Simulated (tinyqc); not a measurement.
Inside a calculation. Method: RKS/PBE in the 6-31g basis, for H3+, spin multiplicity 1. One step of it, computed by the program tinyqc.

Problem. Orthogonalisation. S = U s U^T; symmetric (Loewdin) form X = U s^(-1/2) U^T, so that X^T S X = 1.

overlap S:
```
,1H 1s,1H 2s,2H 1s,2H 2s,3H 1s,3H 2s
1H 1s,1.000000,0.658292,0.384521,0.479368,0.334189,0.455708
1H 2s,0.658292,1.000000,0.479368,0.823185,0.455708,0.798002
2H 1s,0.384521,0.479368,1.000000,0.658292,0.334189,0.455708
2H 2s,0.479368,0.823185,0.658292,1.000000,0.455708,0.798002
3H 1s,0.334189,0.455708,0.334189,0.455708,1.000000,0.658292
3H 2s,0.455708,0.798002,0.455708,0.798002,0.658292,1.000000
```

Give: eigenvalues of S; X.

Solution.

eigenvalues of S: 0.113  0.130  0.507  0.679  0.763  3.807

X:
```
,1H 1s,1H 2s,2H 1s,2H 2s,3H 1s,3H 2s
1H 1s,1.285,-0.510,-0.127,0.047,-0.087,0.039
1H 2s,-0.510,2.090,0.047,-0.685,0.035,-0.575
2H 1s,-0.127,0.047,1.285,-0.510,-0.087,0.039
2H 2s,0.047,-0.685,-0.510,2.090,0.035,-0.575
3H 1s,-0.087,0.035,-0.087,0.035,1.275,-0.506
3H 2s,0.039,-0.575,0.039,-0.575,-0.506,1.996
```
